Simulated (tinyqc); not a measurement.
Worked calculation: X-ray reflectivity of a thin film on silicon: critical angles, Parratt recursion, fringes and roughness. Computed by tinyqc, a small Python program that keeps every step. Command: `OMP_NUM_THREADS=1 python tinyqc.py 3121099 3121100 out.jsonl xrr walk`. One thread of a shared host (Intel(R) Xeon(R) Processor @ 2.30GHz), about 0.01 s of CPU time with the checks. Intermediate numbers are printed to about 6 digits and carried at full precision; extremes and crossings named in words are read from the listed rows.

n = 1 - delta + i beta; the classical electron radius is r_e = 2.8179403e-6 nm. Layer 0 is vacuum, 1 the film, 2 the substrate.

Inputs (values chosen for the exercise, modelled on copper on silicon, copper K-alpha radiation):
```
quantity,value,unit
wavelength lambda,0.15406,nm
film density rho,8.66,g/cm^3
"effective electrons per unit mass, film",0.457,mol/g
"beta/delta, film",0.025,-
film thickness d,75.6,nm
roughness of the surface sigma_1,0.56,nm
roughness of the interface sigma_2,0.65,nm
substrate density,2.33,g/cm^3
"effective electrons per unit mass, substrate",0.507,mol/g
"beta/delta, substrate",0.023,-
grazing angle theta,1.72,degrees
```

Constants: N_A = 6.02214076e+23 1/mol.

## Optical constants

delta = r_e lambda^2 rho_e/(2 pi), rho_e = density x electrons per mass x N_A; critical angle sqrt(2 delta), q_c = 4 sqrt(pi r_e rho_e).

Constants:
```
layer,rho_e (1/nm^3),delta,beta,critical angle (degrees),q_c (1/nm)
film,2383.33,2.53698e-05,6.34245e-07,0.408128,0.581023
substrate,711.40,7.57263e-06,1.74170e-07,0.222977,0.317437
```

The film is denser in electrons than the substrate, and thick enough to set the edge of total reflection.

## Critical angle of the film

The formulas are those given above.

critical angle of the film = 0.408128 degrees

## Reflectivity at one angle

k_j = (2 pi/lambda) sqrt(sin^2 theta - 2 delta_j + 2 i beta_j); r_ij = (k_i - k_j)/(k_i + k_j) x exp(-2 k_i k_j sigma^2) (Nevot-Croce); r = (r_01 + r_12 p)/(1 + r_01 r_12 p), p = exp(2 i k_1 d); R = |r|^2.

k_0, k_1, k_2 (1/nm): [1.22414, 1.18917+0.00089i, 1.21381+0.00024i]

1000 r_01 = 5.81523-0.15362i

1000 r_12 = -3.02785+0.08460i

p = -0.650864-0.584017i

reflectivity R = 6.38238e-05

q = 4 pi sin(theta)/lambda = 2.44828 1/nm

## Fringe period, contrast and decay

Far above the critical angle the period is d theta = lambda/(2 d), or 2 pi/d in q; the envelope runs between (|r_01| - |r_12 p|)^2 and (|r_01| + |r_12 p|)^2; contrast = 2 a b/(a^2 + b^2) with a = |r_01|, b = |r_12 p|; roughness factors on the amplitudes are about exp(-q^2 sigma^2/2).

period in theta = 0.0583795 degrees

period in q = 0.0831109 1/nm

contrast = 0.754284

roughness factor, surface = 0.390679

roughness factor, interface = 0.281888

## Thickness from the minima

Minima of R theta^4 are located on 6001 points over 7.5 periods, from 1.15 times the larger critical angle. With refraction, sin^2(theta_m) = 2 delta + m^2 (lambda/(2 d))^2, m integer or half-integer; the first six minima are used, and the first order is the one that minimises the largest residual of the least-squares line plus the distance of its intercept from 2 delta. Without refraction, d = lambda/(2 x mean step of sin theta).

Minima:
```
order m,theta (degrees),sin^2 theta
4,0.470441,6.74149e-05
5,0.501893,7.67302e-05
6,0.537943,8.81483e-05
7,0.577641,1.01638e-04
8,0.620331,1.17215e-04
9,0.665356,1.34848e-04
```

d with refraction = 75.6204 nm

d without refraction = 113.222 nm

Against d = 75.6 nm the errors are +0.03 % with and +49.76 % without refraction. The orders are integers, as r_01 and r_12 have opposite signs for a film denser than the substrate.

## Which roughness does what

R is averaged over one period above each angle (64 points); contrast = (max - min)/(max + min) of R theta^4 over that period. Cases: smooth; only sigma_1; only sigma_2; both.

Mean R and contrast:
```
theta (degrees),R smooth,contrast,"R, sigma_1","contrast, sigma_1","R, sigma_2","contrast, sigma_2","R, both","contrast, both"
0.8,5.69788e-03,0.824939,4.25312e-03,0.902448,5.26202e-03,0.706563,3.80190e-03,0.794607
1.2,1.20686e-03,0.873583,6.81397e-04,0.996409,9.79808e-04,0.586168,4.60145e-04,0.814751
1.8,2.22623e-04,0.898406,8.27135e-05,0.862656,1.66473e-04,0.309082,2.43031e-05,0.749101
2.5,6.24434e-05,0.909843,1.90879e-05,0.398098,4.38495e-05,0.087253,9.02605e-07,0.615453
3.5,1.63928e-05,0.918172,4.95109e-06,0.061299,1.13744e-05,0.007116,4.58813e-09,0.390335
```

At 2.5 degrees sigma_1 alone multiplies the mean R by 0.31 and sigma_2 alone by 0.70; the contrast goes from 0.91 (smooth) to 0.40 and 0.09.

Checks made by the program: smooth bare substrate far above q_c against (q_c/2q)^4 (relative difference 1e-03).
